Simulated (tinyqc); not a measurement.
Two-step dopant diffusion (predeposition and drive-in) with a constant diffusivity. From one set of inputs to another, one input at a time. Computed by tinyqc, a small Python program. Command: `OMP_NUM_THREADS=1 python tinyqc.py 3003261 3003262 out.jsonl dopdiff ladder`. One thread of a shared host (Intel(R) Xeon(R) Processor @ 2.30GHz), about 0.05 s of CPU time with the checks.

Fick diffusion into a half space x > 0 whose background doping C_B is of the opposite type, so that a junction lies where C = C_B.

The inputs printed are set A. Set A is modelled on phosphorus in silicon; the values taken over come from a set modelled on arsenic in silicon. Inputs not listed in the table keep their values of set A, so the rows need not describe a real material.

Inputs (values chosen for the exercise, modelled on phosphorus in silicon): prefactor D0 = 4.16 cm^2/s; activation energy E = 3.68 eV; surface concentration C_s = 1.4e+20 1/cm^3; background doping C_B = 6.3e+16 1/cm^3; predeposition temperature T1 = 900 C; predeposition time t1 = 45 min; drive-in temperature T2 = 1075 C; drive-in time t2 = 60 min; mean mobility in the layer mu = 63 cm^2/(V s); ramp rate = 5 C/min; stand-by temperature = 700 C.

Furnace ramps of the drive-in: linear ramps.

Constants: k_B = 8.617333262e-05 eV/K; e = 1.602176634e-19 C.

Method:
- D = D0 exp(-E/(k_B T)).
- Temperatures in kelvin are T(C) + 273.15.
- Times in seconds are 60 times the minutes.
- One ramp between the stand-by temperature and T2 adds int D dT / rate (40-point Gauss-Legendre); the usual estimate counts it as an extra time k_B T2^2/(E rate) at T2. (Dt)2 = D2 t2 + two ramps, times in seconds.
- C = C_s erfc(x/(2 sqrt(D1 t1))); dose Q = 2 C_s sqrt(D1 t1/pi); the junction solves erfc(z) = C_B/C_s with x_j = 2 z sqrt(D1 t1).
- With a sealed surface and a thin source, C = Q/sqrt(pi (Dt)2) exp(-x^2/(4 (Dt)2)); x_j = 2 sqrt((Dt)2 ln(C(0)/C_B)); gradient at the junction |dC/dx| = C_B x_j/(2 (Dt)2).
- Net dose Q_net = Q erf(x_j/(2 sqrt((Dt)2))) - C_B x_j; R_s = 1/(e mu Q_net), with every dopant ionised and one mobility.

Each row keeps all changes above it; columns: (1) input moved; (2) from; (3) to; (4) surface concentration C(0) (Gaussian) (1/cm^3); (5) sheet resistance R_s (Gaussian) (ohm/square); (6) dose Q (1/cm^2):
```
(1)                                                        (2)      (3)         (4)    (5)         (6)
set A                                                        -        -  6.4570e+18    488  2.0859e+14
drive-in temperature T2 (C)                               1075     1175  2.1297e+18    511  2.0859e+14
prefactor D0 (cm^2/s) and activation energy E (eV)  4.16, 3.68  8.24, 4  1.5911e+18   1808  6.0305e+13
surface concentration C_s (1/cm^3)                     1.4e+20  1.7e+19  1.9320e+17  28416  7.3228e+12
background doping C_B (1/cm^3)                         6.3e+16  6.5e+14  1.9320e+17  13663  7.3228e+12
drive-in time t2 (min)                                      60      120  1.4486e+17  13704  7.3228e+12
predeposition temperature T1 (C)                           900      925  2.1888e+17   9032  1.1065e+13
```

Where does the difference come from?

Surface concentration C(0) (Gaussian) goes from 6.46e18 to 2.19e17, a factor 0.0339 in all. The largest single move comes from surface concentration C_s (a factor 0.121), and predeposition temperature T1 works against it (a factor 1.51). Sheet resistance R_s (Gaussian) goes from 488 to 9030, a factor 18.5 in all. The largest single move comes from surface concentration C_s (a factor 15.7), and background doping C_B works against it (a factor 0.481). Dose Q goes from 2.09e14 to 1.11e13, a factor 0.0530 in all. The largest single move comes from surface concentration C_s (a factor 0.121), and predeposition temperature T1 works against it (a factor 1.51). The single moves hold for this order of the switches; the total does not depend on the order.

Caution (all rows): C_s exceeds the intrinsic carrier density of silicon at the predeposition temperature (2e18 to 1e19 per cm^3), where real diffusivities rise with concentration and profiles turn box-like.

Extremes, crossings and ranges named in words are read from the listed rows.
